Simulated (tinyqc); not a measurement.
# On-chip interconnect, size-dependent resistivity and RC delay: effects of single changes

A rectangular line between two neighbours and two ground planes. Surface and grain-boundary scattering are added to the bulk resistivity as corrections; capacitances are parallel-plate values without fringing; inductance is ignored.

Values chosen for this exercise; metal values close to those of copper: bulk resistivity rho0 = 1.73 uohm cm; bulk mean free path lam = 39.9 nm; specular share of surface scattering ps = 0; reflection coefficient of grain boundaries Rg = 0.36; grain size over the metal width gr = 2; drawn line width wd = 50 nm; aspect ratio, height over width AR = 2; liner on both walls and the bottom, not conducting tl = 1 nm; space to the neighbouring lines sp = 60 nm; dielectric height to the planes above and below hd = 100 nm; relative permittivity of the dielectric ek = 4.2; Miller factor of the neighbours Mf = 0; line length Lw = 21 um; driver resistance Rd = 1200 ohm; load capacitance Cl = 0.11 fF; bulk resistivity of the second metal (close to ruthenium) rho2 = 7.62 uohm cm; mean free path of the second metal lam2 = 6.77 nm; liner of the second metal tl2 = 0.2 nm.

Constants: eps0 = 8.8541878128e-12 F/m. Results are converted to the units shown.

Each table varies one quantity; the others keep the values above.

## Delay against the aspect ratio

Metal width x = wd - 2 tl, height y = AR wd - tl; grain boundaries (Mayadas-Shatzkes): al = (lam/(gr x)) Rg/(1 - Rg), g = 1/[1 - 3 al/2 + 3 al^2 - 3 al^3 ln(1 + 1/al)] - 1; surfaces (Fuchs-Sondheimer, thick limit): s = (3/8) lam (1 - ps)(1/x + 1/y); rho = rho0 (1 + g + s); r = rho/(x y); c = eps0 ek (2 wd/hd + 2 Mf AR wd/sp). Elmore delay tE = Rd (c Lw + Cl) + r Lw (c Lw/2 + Cl); t50 is the time at which the far end of a ladder of 30 pi sections (half capacitances at both ends, Cl at the far end, a step applied through Rd) reaches half the step; line share r Lw/(Rd + r Lw); estimate 0.69 Rd (c Lw + Cl) + 0.38 r c Lw^2 + 0.69 r Lw Cl.

The same in every row: c (fF/um) = 0.03719.

Delay against the aspect ratio:
```
AR	rho (uohm cm)	r (ohm/um)	tE (ps)	t50 (ps)	estimate (ps)	line share of the resistance (%)
0.8	3.511	18.76	1.266	0.8970	0.8845	24.71
1.2	3.286	11.60	1.191	0.8376	0.8285	16.88
1.6	3.175	8.373	1.157	0.8108	0.8032	12.78
2	3.109	6.542	1.138	0.7955	0.7889	10.27
2.4	3.065	5.366	1.126	0.7857	0.7797	8.584
2.8	3.034	4.547	1.117	0.7789	0.7733	7.370
3.2	3.010	3.944	1.111	0.7739	0.7686	6.457
3.6	2.992	3.482	1.106	0.7701	0.7649	5.744
4	2.977	3.117	1.102	0.7670	0.7621	5.173
```

What does the comparison show?

As AR goes from 0.8 to 4, r falls from 18.8 to 3.12 ohm/um, c stays at 0.0372 fF/um and t50 falls from 0.897 to 0.767 ps. t50/tE lies between 0.696 and 0.708, and the estimate is within 1.4 % of t50.

## Two metals against line width

Metal width x = wd - 2 tl, height y = AR wd - tl; grain boundaries (Mayadas-Shatzkes): al = (lam/(gr x)) Rg/(1 - Rg), g = 1/[1 - 3 al/2 + 3 al^2 - 3 al^3 ln(1 + 1/al)] - 1; surfaces (Fuchs-Sondheimer, thick limit): s = (3/8) lam (1 - ps)(1/x + 1/y); rho = rho0 (1 + g + s); r = rho/(x y). The second metal has rho2, lam2 and tl2 in place of rho0, lam and tl; ps, Rg, gr and AR are shared.

Result of one run:
```
wd (nm)	rho, first (uohm cm)	rho, second (uohm cm)	r, first (ohm/um)	r, second (ohm/um)	ratio second/first
70	2.7085	8.3457	2.8655	8.5772	2.9933
```

What becomes of these results when the drawn line width wd is changed from 70 to 30 nm, all else the same?

Result of the changed run:
```
wd (nm)	rho, first (uohm cm)	rho, second (uohm cm)	r, first (ohm/um)	r, second (ohm/um)	ratio second/first
30	4.0704	9.3169	24.639	52.636	2.1362
```

The whole series:
```
wd (nm)	rho, first (uohm cm)	rho, second (uohm cm)	r, first (ohm/um)	r, second (ohm/um)	ratio second/first
5	21.964	18.241	8134.9	4046.4	0.49742
6.5	15.487	15.677	2868.0	2007.8	0.70009
8	12.175	14.114	1352.7	1175.4	0.86889
10	9.6484	12.781	634.76	672.42	1.0593
13	7.5492	11.569	274.52	355.87	1.2964
17	6.0353	10.628	121.93	189.42	1.5536
22	4.9824	9.9385	57.934	105.05	1.8132
30	4.0704	9.3169	24.639	52.636	2.1362
45	3.2664	8.7497	8.5351	21.846	2.5596
70	2.7085	8.3457	2.8655	8.5772	2.9933
120	2.2977	8.0432	0.81472	2.8044	3.4422
```

The resistivity of the first metal falls from 22.0 to 2.30 uohm cm and that of the second goes from 18.2 to 8.04 uohm cm as the line widens. The products rho0 lam, which set the size effect, are 69.0 and 51.6 uohm cm nm. The two resistances cross at wd = 9.34 nm: below it the second metal gives the lower line resistance. For widths well under the mean free path the thick-limit surface term is only a guide.

Program tinyqc, `OMP_NUM_THREADS=1 python tinyqc.py 2100136 2100137 out.jsonl`; Intel Xeon 2.30GHz, shared host, one thread, about 0.01 s.
